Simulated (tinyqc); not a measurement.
Metal-interlayer-semiconductor contact, depinning against tunnelling resistance: two steps of the calculation.

Zero bias, n-type semiconductor. Gap states at the semiconductor surface thin out as exp(-be ti), which unpins the barrier; electrons must then cross the interlayer (a rectangular barrier, no voltage drop across it) and the parabolic depleted layer, both by WKB. Energies E are counted from the Fermi level; no image force, parabolic bands.

Parameters, values chosen for the exercise; semiconductor values close to those of gallium nitride; interlayer mass of the order of that in strontium titanate, offset chosen freely:
```
symbol,value,unit,meaning
T,300,K,temperature
Eg,3.51,eV,band gap
eps_r,9.23,,relative permittivity
chi,4.05,eV,electron affinity
Nc,2.3e18,cm^-3,conduction-band density of states at T
mt,0.196,m0,tunnelling mass in the semiconductor
mA,0.205,m0,Richardson mass
Nd,1.1e20,cm^-3,donor density
E0,2.3,eV,charge-neutrality level above the valence band
S0,0.62,,pinning factor without interlayer
phiM,4.31,eV,metal work function
ti,1.5,nm,interlayer thickness
dE,0.22,eV,conduction-band offset of the interlayer above the semiconductor
mi,0.62,m0,tunnelling mass in the interlayer
be,3.8,1/nm,decay constant of gap states through the interlayer
```

Constants: q = 1.602176634e-19 C, kB = 1.380649e-23 J/K, eps0 = 8.8541878128e-12 F/m, hbar = 1.054571817e-34 J s, h = 6.62607015e-34 J s, m0 = 9.1093837015e-31 kg, Vt = kB T/q, hbar^2/(2 m0) = 0.0380998212 eV nm^2. Results are converted to the units shown.

Problem 1. Pinning, barrier and scales. S = 1/(1 + (1/S0 - 1) exp(-be ti)); phiB = S (phiM - chi) + (1 - S)(Eg - E0); xi = Ec - EF deep inside, from Nd = Nc F(-xi/Vt), F(x) = (2/sqrt(pi)) int_0^infinity sqrt(u) du/(1 + exp(u - x)); band bending U = phiB - xi; E00 = (hbar/2) sqrt(Nd/(eps0 eps_r mt m0)) in volts; A = 4 pi q mA m0 kB^2/h^3.

Give: S; phiB; xi; U; E00; A.

Solution 1.

S = 0.99795
phiB = 0.26194 eV
xi = -0.41047 eV
U = 0.67241 eV
E00 = 0.14478 eV
A = 24.636 A/(cm^2 K^2)

Problem 2. Exponents and integrand on an energy grid. With U = phiB - xi: for xi < E < phiB, y = (E - xi)/U and G1 = (U/E00) [sqrt(1 - y) - y ln((1 + sqrt(1 - y))/sqrt(y))], G1 = 0 above phiB; G2 = 2 ti sqrt(mi max(phiB + dE - E, 0)/C), C = hbar^2/(2 m0); f = 1/(1 + exp(E/Vt)); integrand exp(-G1 - G2) f.

E, point 0 to 13 (eV): -0.41  -0.35846  -0.30692  -0.25538  -0.20385  -0.15231  -0.10077  -0.04923  0.00231  0.05385  0.10538  0.15692  0.20846  0.26
phiB = 0.26194423 eV
xi = -0.41046523 eV
E00 = 0.14477540 eV

Wanted: G1; G2; f; integrand.

Solution 2.

```
point      G1      G2          f  integrand (1e-5)
0      4.6290  11.429     1.0000            0.0106
1      3.7597  11.094     1.0000            0.0354
2      3.1364  10.749    0.99999            0.0933
3      2.6136  10.392    0.99995            0.2248
4      2.1594  10.022    0.99962            0.5123
5      1.7589   9.638    0.99725            1.1199
6      1.4040   9.238    0.98012            2.3415
7      1.0895   8.820    0.87038            4.3253
8      0.8125   8.381    0.47768            4.8565
9      0.5714   7.918    0.11076            2.2772
10     0.3659   7.426   0.016687            0.6890
11     0.1975   6.899  0.0023060            0.1908
12     0.0706   6.329  3.1469e-4            0.0523
13     0.0005   5.701  4.2872e-5            0.0143
```

Program tinyqc, `OMP_NUM_THREADS=1 python tinyqc.py 2270165 2270166 out.jsonl`; Intel Xeon 2.30GHz, shared host, one thread, about 0.04 s.
